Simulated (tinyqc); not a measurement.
Small-signal admittance of a forward-biased p+-n diode: two steps of the calculation.

Holes injected into a neutral base of width wb with an ohmic contact at its end; low injection, p0 far above the equilibrium density. A small voltage v exp(i w t), w = 2 pi f, modulates the edge density by p0 v/Vt, and the small-signal density obeys Dp d2p/dx2 = (1/tau + i w) p.

Parameters, values chosen for the exercise; permittivity close to that of germanium:
```
symbol   value    unit                                   meaning
T          300       K                               temperature
eps_r       16                             relative permittivity
Nd      2.5e15   cm^-3                 donor density of the base
Dp          43  cm^2/s                hole diffusion coefficient
tau       3e-7       s                             hole lifetime
wb          93      um                 width of the neutral base
p0      1.1e12   cm^-3  excess hole density at the junction edge
Na        3e19   cm^-3           acceptor density of the p+ side
f        8.5e5      Hz                          signal frequency
```

Constants: q = 1.602176634e-19 C, kB = 1.380649e-23 J/K, Vt = kB T/q, eps0 = 8.8541878128e-14 F/cm where lengths are in cm. Results are converted to the units shown.

Question 1. Closed-form admittance. L = sqrt(Dp tau); direct current J = (q Dp p0/L) coth(wb/L); k = sqrt(1 + i w tau)/L; diffusion admittance Y = (q Dp p0/Vt) k coth(k wb) = G + i w C_diff; junction capacitance C_j = sqrt(q eps0 eps_r Nd/(2 Vr)) in the depletion approximation, with the remaining barrier Vr = Vt ln(Na/p0), a rough value under forward bias; base-width modulation is left out.

Find: L; J; k wb; Y; C_diff; C_j.

Answer 1.

L = 35.917 um
J = 0.0021339 A/cm^2
k wb = 3.1119+1.7260i
Y = 0.097653+0.054318i S/cm^2
C_diff = 0.010171 uF/cm^2
C_j = 0.025318 uF/cm^2

G is 1.18 times its low-frequency value J/Vt, and C_diff is 0.402 times C_j.

Question 2. The same by finite differences. 7 equal intervals, h = wb/7; u = small-signal density over its edge value, u_0 = 1, u_7 = 0; u_(i-1) + b u_i + u_(i+1) = 0 with b = -2 - h^2 (1/tau + i w)/Dp; Y = (q Dp p0/(Vt h)) (-b/2 - u_1), which includes the half box at the edge.

Find: b; u; Y on the mesh.

Answer 2.

b = -2.137-0.219i

```
node,u
1,0.6248-0.1526i
2,0.3685-0.1891i
3,0.2041-0.1707i
4,0.1050-0.1309i
5,0.0490-0.0860i
6,0.0186-0.0422i
```

Y on the mesh = 0.09789+0.05786i S/cm^2

Computed by the program tinyqc: `OMP_NUM_THREADS=1 python tinyqc.py 2890176 2890177 out.jsonl`, one thread of a shared Intel Xeon 2.30GHz, about 0.01 s for the whole run.
